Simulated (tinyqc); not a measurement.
# Worked calculation: on-chip power grid, static voltage drop by conjugate gradients

Program tinyqc, `OMP_NUM_THREADS=1 python tinyqc.py 2770228 2770229 out.jsonl`; Intel Xeon 2.30GHz, shared host, one thread, about 0.08 s. Printed values are rounded.

A grid of 3 rows and 4 columns, node k = 4 row + column. Neighbours in a row are joined by Rx, in a column by Ry; pad nodes, which reach the supply through Rp: 0. Each node draws I0, node 4 draws kh I0. The drops u = Vdd - V solve G u = i, with G the conductance matrix (1/Rp added on the diagonal at pad nodes).

Parameters, values chosen for the exercise:
- Vdd = 0.7 V (supply voltage)
- Rx = 0.29 ohm (resistance of a horizontal segment)
- Ry = 1.3 ohm (resistance of a vertical segment)
- Rp = 0.072 ohm (resistance from a pad node to the supply)
- I0 = 2.2 mA (load current of an ordinary node)
- kh = 1 (factor on the load at the hot node)

## Diagonal of G, loads and first direction

G_kk = sum of the conductances at node k. Start u = 0, so the residual is r = i; p = r.

G_kk (S):
```
         col 0    col 1    col 2    col 3
row 0  18.1064  7.66578  7.66578  4.21751
row 1  4.98674  8.43501  8.43501  4.98674
row 2  4.21751  7.66578  7.66578  4.21751
```

r at the start (mA):
```
       col 0  col 1  col 2  col 3
row 0    2.2    2.2    2.2    2.2
row 1    2.2    2.2    2.2    2.2
row 2    2.2    2.2    2.2    2.2
```

p at the start (mA):
```
       col 0  col 1  col 2  col 3
row 0    2.2    2.2    2.2    2.2
row 1    2.2    2.2    2.2    2.2
row 2    2.2    2.2    2.2    2.2
```

## Iteration 1: conjugate-gradient step

u at the start (mV):
```
       col 0  col 1  col 2  col 3
row 0      0      0      0      0
row 1      0      0      0      0
row 2      0      0      0      0
```

q = G p; a = (r.r)/(p.q); u(new) = u + a p; r(new) = r - a q; b = (r.r)(new)/(r.r); p(new) = r(new) + b p.

q (mA S):
```
         col 0   col 1   col 2   col 3
row 0  30.5556  0.0000  0.0000  0.0000
row 1   0.0000  0.0000  0.0000  0.0000
row 2   0.0000  0.0000  0.0000  0.0000
```

a = 0.864 ohm

u after iteration 1 (mV):
```
         col 0    col 1    col 2    col 3
row 0  1.90080  1.90080  1.90080  1.90080
row 1  1.90080  1.90080  1.90080  1.90080
row 2  1.90080  1.90080  1.90080  1.90080
```

r after iteration 1 (mA):
```
          col 0   col 1   col 2   col 3
row 0  -24.2000  2.2000  2.2000  2.2000
row 1    2.2000  2.2000  2.2000  2.2000
row 2    2.2000  2.2000  2.2000  2.2000
```

b = 11

p after iteration 1 (mA):
```
         col 0    col 1    col 2    col 3
row 0   0.0000  26.4000  26.4000  26.4000
row 1  26.4000  26.4000  26.4000  26.4000
row 2  26.4000  26.4000  26.4000  26.4000
```

## Iteration 2: conjugate-gradient step

As before.

q (mA S):
```
          col 0   col 1  col 2  col 3
row 0  -111.342  91.034  0.000  0.000
row 1    20.308   0.000  0.000  0.000
row 2     0.000   0.000  0.000  0.000
```

a = 0.217348 ohm

u after iteration 2 (mV):
```
         col 0    col 1    col 2    col 3
row 0  1.90080  7.63879  7.63879  7.63879
row 1  7.63879  7.63879  7.63879  7.63879
row 2  7.63879  7.63879  7.63879  7.63879
```

r after iteration 2 (mA):
```
         col 0     col 1   col 2   col 3
row 0   0.0000  -17.5862  2.2000  2.2000
row 1  -2.2138    2.2000  2.2000  2.2000
row 2   2.2000    2.2000  2.2000  2.2000
```

b = 0.559940

p after iteration 2 (mA):
```
         col 0    col 1    col 2    col 3
row 0   0.0000  -2.8038  16.9824  16.9824
row 1  12.5686  16.9824  16.9824  16.9824
row 2  16.9824  16.9824  16.9824  16.9824
```

## Course of the conjugate-gradient iteration

Stop when |r| is below 1e-9 mA.

Course of the iteration:
```
iteration  largest u (mV)  |r| (mA)
1                 1.90080      25.3
2                 7.63879      18.9
3                 10.8670      12.7
4                 12.5667      7.70
5                 14.2090      7.90
6                 15.6285      4.23
7                 16.0927      2.39
8                 16.2014      1.03
9                 16.1534     0.604
10                16.1087     0.195
11                16.0850    0.0221
12                16.0834  8.24e-12
```

Converged in 12 iterations for 12 unknowns; in exact arithmetic the method needs at most 12. The condition number of the matrix is 119. Gauss-Seidel sweeps in node order need 434 to reach the same residual.

## Worst drop, pad currents and power lost

converged u (mV):
```
         col 0    col 1    col 2    col 3
row 0   1.9008   6.6933   9.5194  10.8360
row 1  11.8770  12.6484  13.4264  13.8778
row 2  15.5354  15.7135  15.9374  16.0834
```

Pad current u/Rp; worst drop as a share of Vdd; power lost in the grid and pads sum_k i_k u_k; power delivered sum_k i_k (Vdd - u_k).

worst drop = 16.0834 mV
share of Vdd = 2.29762 %
pad currents (mA): node 0 26.4
power lost = 0.316907 mW
power delivered = 18.1631 mW

The pad currents add up to the total load, 26.40 mA. The worst drop is at node 11.
